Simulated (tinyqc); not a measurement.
Hartree-Fock atom on a uniform radial grid, spin-unpolarised, for He, step by step. Computed by tinyqc, a small Python program that keeps every step. Settings: Z = 2, points = 256, R = 12.4, functional = hf2, mixing = 0.6, iteration cap = 89. Command: `OMP_NUM_THREADS=1 python tinyqc.py 26788 26789 out.jsonl` (the two numbers bound the seeds that draw the settings). One thread of a shared host (Intel(R) Xeon(R) Processor @ 2.60GHz), about 0.2 s of CPU time with the checks. Later iterations appear only in the table of the cycle.

## Iteration 1

Spherical atom on a uniform radial grid r_j = j h with h = R/(N + 1), h sum u^2 = 1 and integrals as h times sums, u(0) = u(R) = 0 (atomic units):
```
parameter            value
Z                        2
points N               256
R                12.400000
h                 0.048249
mixing            0.600000
electrons in 1s          2
```

Three-point differences turn -u''/2 + [l(l+1)/2r^2 - Z/r + V] u = e u into a tridiagonal matrix (diagonal 1/h^2 + potential, off-diagonal -1/2h^2). D = sum f u^2; the Hartree potential y/r solves y'' = -D/r with y(0) = 0, y(R) = N_e; for two electrons in one orbital exchange is -V_H/2 (Hartree-Fock); E = sum f e - int D V + int D (V_H/2 + eps_xc); V(new) = V + mixing (V_H + v_xc - V).

eigenvalues (hartree): 1s -1.995366

Every 16th grid point:
```
r              V in     u(1s)         D       V_H       v_xc
0.771984   0.000000  0.932559  1.739333  2.289626  -1.144813
1.543969   0.000000  0.399214  0.318743  1.284287  -0.642144
2.315953   0.000000  0.128173  0.032857  0.863109  -0.431555
3.087938   0.000000  0.036579  0.002676  0.647661  -0.323831
3.859922   0.000000  0.009787  0.000192  0.518144  -0.259072
4.631907   0.000000  0.002514  0.000013  0.431788  -0.215894
5.403891   0.000000  0.000628  7.88e-07  0.370104  -0.185052
6.175875   0.000000  0.000154  4.72e-08  0.323841  -0.161920
6.947860   0.000000  0.000037  2.73e-09  0.287858  -0.143929
7.719844   0.000000  0.000009  1.55e-10  0.259073  -0.129536
8.491829   0.000000  2.07e-06         0  0.235521  -0.117760
9.263813   0.000000  4.83e-07         0  0.215894  -0.107947
10.035798  0.000000  1.12e-07         0  0.199287  -0.099643
10.807782  0.000000  2.58e-08         0  0.185052  -0.092526
11.579767  0.000000  5.67e-09         0  0.172715  -0.086358
12.351751  0.000000  2.28e-10         0  0.161920  -0.080960
```

total energy = -2.74189798 hartree

## Iteration 2

As before.

eigenvalues (hartree): 1s -1.268969

Every 16th grid point:
```
r              V in     u(1s)         D       V_H       v_xc
0.771984   0.686888  0.910171  1.656824  2.175099  -1.087550
1.543969   0.385286  0.482518  0.465648  1.270853  -0.635426
2.315953   0.258933  0.200092  0.080073  0.861828  -0.430914
3.087938   0.194298  0.075064  0.011269  0.647548  -0.323774
3.859922   0.155443  0.026645  0.001420  0.518135  -0.259067
4.631907   0.129536  0.009132  0.000167  0.431787  -0.215893
5.403891   0.111031  0.003054  0.000019  0.370104  -0.185052
6.175875   0.097152  0.001004  2.01e-06  0.323841  -0.161920
6.947860   0.086358  0.000325  2.12e-07  0.287858  -0.143929
7.719844   0.077722  0.000104  2.17e-08  0.259073  -0.129536
8.491829   0.070656  0.000033  2.20e-09  0.235521  -0.117760
9.263813   0.064768  0.000010  2.19e-10  0.215894  -0.107947
10.035798  0.059786  3.28e-06  2.15e-11  0.199287  -0.099643
10.807782  0.055516  1.02e-06         0  0.185052  -0.092526
11.579767  0.051815  2.92e-07         0  0.172715  -0.086358
12.351751  0.048576  1.34e-08         0  0.161920  -0.080960
```

total energy = -2.84267597 hartree

## Iteration 3

As before.

eigenvalues (hartree): 1s -1.034238

Every 16th grid point:
```
r              V in     u(1s)         D       V_H       v_xc
0.771984   0.927285  0.896236  1.606477  2.128591  -1.064295
1.543969   0.535370  0.507739  0.515599  1.263333  -0.631666
2.315953   0.362122  0.229645  0.105474  0.860823  -0.430411
3.087938   0.271984  0.094899  0.018012  0.647425  -0.323713
3.859922   0.217618  0.037309  0.002784  0.518120  -0.259060
4.631907   0.181351  0.014209  0.000404  0.431785  -0.215893
5.403891   0.155444  0.005293  0.000056  0.370103  -0.185052
6.175875   0.136013  0.001940  0.000008  0.323841  -0.161920
6.947860   0.120901  0.000702  9.87e-07  0.287858  -0.143929
7.719844   0.108810  0.000252  1.27e-07  0.259073  -0.129536
8.491829   0.098919  0.000090  1.60e-08  0.235521  -0.117760
9.263813   0.090675  0.000032  2.00e-09  0.215894  -0.107947
10.035798  0.083700  0.000011  2.46e-10  0.199287  -0.099643
10.807782  0.077722  3.84e-06  2.94e-11  0.185052  -0.092526
11.579767  0.072540  1.21e-06         0  0.172715  -0.086358
12.351751  0.068007  5.82e-08         0  0.161920  -0.080960
```

total energy = -2.85314176 hartree

## Convergence

Stop when input and output potentials agree to 1e-7.

Course of the cycle (hartree):
```
iteration            E      e(1s)  largest |V(out) - V(in)|
1          -2.74189798  -1.995366                  1.99e+00
2          -2.84267597  -1.268969                  5.81e-01
3          -2.85314176  -1.034238                  1.61e-01
4          -2.85391241  -0.956913                  4.89e-02
5          -2.85396486  -0.930352                  1.74e-02
6          -2.85396898  -0.920803                  6.56e-03
7          -2.85396940  -0.917244                  2.52e-03
8          -2.85396945  -0.915885                  9.82e-04
9          -2.85396946  -0.915359                  3.85e-04
10         -2.85396946  -0.915153                  1.51e-04
11         -2.85396946  -0.915072                  5.95e-05
12         -2.85396946  -0.915040                  2.35e-05
13         -2.85396946  -0.915027                  9.26e-06
14         -2.85396946  -0.915022                  3.66e-06
15         -2.85396946  -0.915020                  1.45e-06
16         -2.85396946  -0.915019                  5.72e-07
17         -2.85396946  -0.915019                  2.26e-07
18         -2.85396946  -0.915019                  8.95e-08
```

Converged in 18 iterations. A uniform grid resolves the cusp poorly: for a bare nucleus this grid gives 1s at -1.99537 against -Z^2/2 = -2 hartree. Before convergence this energy mixes input and output and is not variational, so it may rise towards its limit.
